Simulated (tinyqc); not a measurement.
Worked calculation: tight binding, honeycomb lattice. One step of it, computed by the program tinyqc.

Task: Bloch Hamiltonian at k. H_AB = -t1 (1 + exp(-i k.a1) + exp(-i k.a2)); H_AA = delta - 2 t2 sum cos(k.b + phi), H_BB = -delta - 2 t2 sum cos(k.b - phi), b = a1, a2 - a1, -a2.

Parameters chosen for this model:
```
parameter     value                        unit
t1         2.550000                 eV, nearest
t2         0.120000       eV, second neighbours
phi               0  rad, phase of t2 (Haldane)
delta      1.950000          eV, +/- on A and B
```

k point k (fractions of the reciprocal vectors): -0.120000  -0.180000

Give: H(k) at k.

Result:

H(k) at k (eV):
```
                 A                B
A           1.4497  -5.4946-4.0529i
B  -5.4946+4.0529i          -2.4503
```
